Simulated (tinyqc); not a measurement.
Worked calculation: interface roughness in a thin film (subband fluctuation and scattering). Values are carried at full precision from step to step, so a last printed digit may differ when a step is redone from the rounded ones.

Square well of width t, barriers V0, c = hbar^2/2m0: E1 solves k t + 2 atan[(k/mz)/(kappa/mb)] = pi, k = sqrt(mz E/c), kappa = sqrt(mb (V0 - E)/c). One interface is rough, so the subband edge fluctuates by G dt with G = |dE1/dt| (central difference of 0.01 angstrom; 2 E1/t for hard walls).

Constants: hbar^2/2m0 = 3.80998211 eV angstrom^2; e^2/(4 pi eps0) = 14.39964547 eV angstrom; hbar = 6.58211957e-16 eV s.

Parameters, chosen for this exercise (near those of a thin InGaAs channel; the results hold for these values, not for the real material): t = 82 angstrom (film thickness); mz = 0.046 m0 (confinement mass); V0 = 1.95 eV (barrier); mb = 0.26 m0 (barrier mass); D = 1 angstrom (rms height of the roughness); md = 0.045 m0 (mass in the plane); gv = 1 (valleys); Lc = 56 angstrom (correlation length); Ns = 1.1 x 1e12/cm^2 (sheet density); eps = 11.5 (mean dielectric constant at the channel); Lg = 300 angstrom (gate length); Wg = 150 angstrom (gate width).

## Sensitivity of the level to thickness

Give E1, G, the hard-wall values and the rms fluctuation G D.

E1 = 65.55 meV
G = |dE1/dt| = 1.1999 meV/angstrom

hard walls: E1 (meV) and G (meV/angstrom): 121.573  2.965

G D = 1.20 meV

Hard walls overstate G by a factor 2.47, and the scattering rate, which goes as G^2, by 6.11.

## The angular integrand

Gaussian roughness spectrum S(q) = pi D^2 Lc^2 exp(-q^2 Lc^2/4). Degenerate gas, taken to fill one subband (the second starts to fill once c kF^2/md exceeds E2 - E1, which is not tested here): kF = sqrt(2 pi Ns/gv), q = 2 kF sin(theta/2), 1/tau = (md/(2 pi c hbar)) G^2 times the integral from 0 to pi of S(q)(1 - cos theta)/eps(q)^2 dtheta, eps(q) = 1 + qs/q with screening (qs = gv md q0/(c eps), q0 = e^2/(4 pi eps0), form factors left out, which overstates the screening; other scattering is left out too, so these values lie far above measured mobilities in all but the thinnest films) or 1 without; mobility = tau c2/md with c2 = e/m0 = 1.75882e15 cm^2/(V s^2); 1e12/cm^2 = 1e-4/angstrom^2.

kF, qs, and exp(-q^2 Lc^2/4)(1 - cos theta) without and with the factor 1/eps^2 at theta = 30, 60, ..., 180 degrees.

kF = 0.02629 1/angstrom
qs = 0.0148 1/angstrom

Integrand:
```
theta,q (1/angstrom),bare,eps(q),screened
30,0.0136,0.116,2.09,0.0266
60,0.0263,0.291,1.56,0.119
90,0.0372,0.338,1.40,0.173
120,0.0455,0.295,1.32,0.168
150,0.0508,0.247,1.29,0.148
180,0.0526,0.229,1.28,0.139
```

kF Lc = 1.47: the spectrum cuts off large angles, and the bare integrand is largest at 90 degrees among these rows.

## Scattering time and mobility

Integrate over theta.

Results:
```
case,integral,tau (fs),mobility (cm^2/(V s))
bare,0.7339,3.363e+04,1.315e+06
screened,0.3689,6.691e+04,2.615e+06
```

Screening raises the mobility by a factor 2.0. With it kF l = 1.19e+04, so by this rate the carriers are far from localisation. Phonons, and the gate field that presses carriers to the wall, limit real channels far below this value.

## Threshold variation

Averaged over an area A = Lg Wg much larger than Lc^2, the thickness varies by D sqrt(pi Lc^2/A), so sigma(Vt) = G D Lc sqrt(pi/A)/e; the Pelgrom coefficient is sigma sqrt(A) (1 micrometre = 1e4 angstrom).

rms of the mean thickness = 0.468 angstrom
sigma(Vt) = 0.561 mV
coefficient = 0.0119 mV micrometre

The electrostatic effect of the thickness is left out. Lc is not small against the gate, so the averaging formula overstates the variation.

## Checks

- G from the envelope at the wall, psi(t/2)^2 (E1 + c mz (kappa/mb)^2), against the difference quotient, meV/angstrom: both 1.200.
- Bare integral for Lc -> 0 against pi: both 3.1416.

(tinyqc, `OMP_NUM_THREADS=1 python tinyqc.py 1251496 1251497 out.jsonl`, Intel(R) Xeon(R) Processor @ 2.30GHz, 1 thread, shared host, about 0.01 s.)
